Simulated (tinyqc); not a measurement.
Two electrons on one impurity (helium-like model): one step. Unequal orbitals. Five cases, with inputs chosen for the exercise.

Question. Evaluate the integrals and E.

Units Ha* = 2 Ry m/eps^2 and a* = a0 eps/m. One electron is bound by Z^2/2. Two electrons in the singlet built from exp(-a r) and exp(-b r): S = 8 (ab)^(3/2)/(a + b)^3, h_aa = a^2/2 - Z a, h_bb alike, h_ab = S (ab/2 - Z (a + b)/2), J = ab (a^2 + 3ab + b^2)/(a + b)^3, K = 20 (ab)^3/(a + b)^5, E = (h_aa + h_bb + 2 S h_ab + J + K)/(1 + S^2). For a = b this is a^2 - 2 Z a + 5a/8. Real double donors are deeper, since the central cell is left out.

Give: S, h_aa, h_bb, h_ab, J, K; E.

Case 1.

Values chosen (out of a larger set: near those of impurities in Ge; not measured data): Z = 2 (effective charge (1: D- centre, 2: double donor; other values mimic a central cell)); ab = (2.23, 1.21) 1/a* (trial exponents a, b).

Answer.

S, h_aa, h_bb, h_ab, J, K: 0.87106  -1.97355  -1.68795  -1.82126  0.96325  0.81566

E = -2.87446 Ha*

This lies 0.0268 Ha* below the best equal-orbital value -(Z - 5/16)^2.

Case 2.

Values chosen (out of a larger set: near those of impurities in Ge; not measured data): Z = 1.5 (effective charge (1: D- centre, 2: double donor; other values mimic a central cell)); ab = (1.66, 0.88) 1/a* (trial exponents a, b).

Answer.

S, h_aa, h_bb, h_ab, J, K: 0.86194  -1.11220  -0.93280  -1.01243  0.70534  0.58970

E = -1.43164 Ha*

This lies 0.0215 Ha* below the best equal-orbital value -(Z - 5/16)^2.

Case 3.

Values chosen (out of a larger set: near those of impurities in cubic GaN; not measured data): Z = 1 (effective charge (1: D- centre, 2: double donor; other values mimic a central cell)); ab = (0.95, 0.24) 1/a* (trial exponents a, b).

Answer.

S, h_aa, h_bb, h_ab, J, K: 0.51683  -0.49875  -0.21120  -0.24860  0.22244  0.09933

E = -0.50914 Ha*

This lies 0.0365 Ha* below the best equal-orbital value -(Z - 5/16)^2.

Case 4.

Values chosen (out of a larger set: near those of impurities in Ge; not measured data): Z = 1 (effective charge (1: D- centre, 2: double donor; other values mimic a central cell)); ab = (0.97, 0.33) 1/a* (trial exponents a, b).

Answer.

S, h_aa, h_bb, h_ab, J, K: 0.65946  -0.49955  -0.27555  -0.32310  0.29287  0.17667

E = -0.50994 Ha*

This lies 0.0373 Ha* below the best equal-orbital value -(Z - 5/16)^2.

Case 5.

Values chosen (out of a larger set: near those of impurities in Si; not measured data): Z = 2 (effective charge (1: D- centre, 2: double donor; other values mimic a central cell)); ab = (2.08, 1.07) 1/a* (trial exponents a, b).

Answer.

S, h_aa, h_bb, h_ab, J, K: 0.84982  -1.99680  -1.56755  -1.73126  0.86502  0.71092

E = -2.86317 Ha*

This lies 0.0155 Ha* below the best equal-orbital value -(Z - 5/16)^2.

Computed by tinyqc, one run a case: `OMP_NUM_THREADS=1 python tinyqc.py N N+1 out.jsonl` with N = 1250279, 1250297, 1250326, 1250627, 1250758; one thread of a shared Intel(R) Xeon(R) Processor @ 2.30GHz, about 0.06 s a run at most.
